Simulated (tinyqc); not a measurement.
Junctionless gate-all-around wire, depletion approximation: one step of the calculation.

A uniformly doped n-type wire of radius R under a surrounding gate; long channel. Below flat band a shell from radius rc to R is fully depleted and the neutral core, at channel potential V (0 at the source, Vd at the drain), carries the current with constant mobility; s = (rc/R)^2 is the share of the cross-section that conducts. The edge of the depleted shell is taken as abrupt, so there is no subthreshold current.

Question. Conducting share at the source by Newton steps. With V = 0: f = A (1 - s + s ln s) + B (1 - s) - (Vfb - Vg); f' = A ln s - B; s(new) = s - f/f'.

Inputs (values chosen for the exercise):
```
symbol,value,unit,meaning
Vfb,1.12,V,flat-band voltage
Vg,1.05,V,gate voltage
```

s at the start = 1
A = 0.054626802 V
B = 0.21681436 V

Find: f; f'; s after iteration 1.

Answer.

f = -0.070000 V
f' = -0.21681 V
s after iteration 1 = 0.67714

tinyqc, about 0.01 s, one thread, Intel Xeon 2.30GHz (shared host): `OMP_NUM_THREADS=1 python tinyqc.py 2460003 2460004 out.jsonl`
